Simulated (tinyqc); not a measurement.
# Ground and coupling capacitance from two measurements

Question. A line has Cg to the planes and Cc to each of two neighbours. Find Cg, Cc, the load when both neighbours switch in antiphase, and the pulse on the line when it floats and both neighbours swing by Vx.

Values chosen for this exercise:
- Vx = 1 V (swing)

capacitance with neighbours driven alike and with neighbours grounded (aF/um): 55  129

Answer. Driven alike, Cc carries no charge, which leaves Cg; grounded neighbours give Cg + 2 Cc, antiphase Cg + 4 Cc; a floating line divides the swing as 2 Cc/(Cg + 2 Cc).

Cg = 55.0 aF/um
Cc = 37.0 aF/um
load in antiphase = 203 aF/um
pulse = 0.574 V

Program tinyqc, `OMP_NUM_THREADS=1 python tinyqc.py 2790230 2790231 out.jsonl`; Intel Xeon 2.30GHz, shared host, one thread, about 0.8 s.
